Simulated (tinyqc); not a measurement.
Inside a calculation: donors with valley-orbit split 1s states. Values are carried at full precision from step to step, so a last printed digit may differ when a step is redone from the rounded ones.

Each donor binds at most one electron, in any of its states. For a site s, W_s = sum over its states of g exp(E/kT), and the ionised share is 1/(1 + W_s exp(eta)), eta = (EF - Ec)/kT; n = Nc F_1/2(eta); neutrality n + NA = ND x (mean ionised share); holes are neglected. Nc from N = 2 (m kB T/(4 pi c))^(3/2) with c = hbar^2/2m0, in 1/angstrom^3; times 1e24 for 1/cm^3, m = md. F_j(eta) = (1/Gamma(j + 1)) integral_0^infinity x^j dx/(1 + exp(x - eta)), which tends to exp(eta) for eta << 0.

Constants: hbar^2/2m0 = 3.80998211 eV angstrom^2; kB = 8.617333262e-05 eV/K.

Inputs chosen for the exercise (near those of P in Si; shifted at random, so the results belong to these values and not to a real crystal): md = 1.091 m0 (density-of-states mass of the conduction band); E = (46.2, 34.3, 33.3) meV (binding energies of 1s(A1), 1s(T2), 1s(E)); g = (2, 6, 4) (their degeneracies with spin); T = 500 K; ND = 1.1e+18 1/cm^3 (donors); NA = 8e+16 1/cm^3 (compensating acceptors, all ionised); mu0 = 61 cm^2/(V s) (mobility at heavy doping); mu1 = 1368 cm^2/(V s) (mobility at light doping and 300 K); Nr = 1e+17 1/cm^3 (reference doping); de = 0.72 (doping exponent); ga = 2.3 (temperature exponent).

## Partition sums of the neutral donor

Give each term g exp(E/kT), W_s, and the effective degeneracy W_s exp(-E_ground/kT).

Nc = 6.1529e+19 1/cm^3

terms: 1s(A1) 5.844, 1s(T2) 13.30, 1s(E) 8.664

W_s: donor 27.809

effective degeneracy: donor 9.517

The ground state alone would give 2 and all states together 12; here the excited states hold 79 % of the bound electrons.

## Neutrality

Solve for eta.

eta = -4.413
n = 7.43e+17 1/cm^3

ionised share: donor 0.748

n is 0.728 of ND - NA.

## Mobility and resistivity

Mobility (Caughey-Thomas form): mu = mu0 + (mu1 (T/300)^(-ga) - mu0)/(1 + ((ND + NA)/Nr)^de); rho = 1/(e n mu), e = 1.602176634e-19 C.

Compare with full ionisation, n = ND - NA.

mu = 113.3 cm^2/(V s)
rho = 0.0742 ohm cm
rho at full ionisation = 0.0540 ohm cm

Incomplete ionisation raises rho by a factor 1.37.

## Checks

- n at ND = 1e13 1/cm^3 against the root of n^2 = (Nc/W)(ND - n) (1/cm^3): both 1.000e+13.

(tinyqc, `OMP_NUM_THREADS=1 python tinyqc.py 1682505 1682506 out.jsonl`, Intel(R) Xeon(R) Processor @ 2.30GHz, 1 thread, shared host, about 0.01 s.)
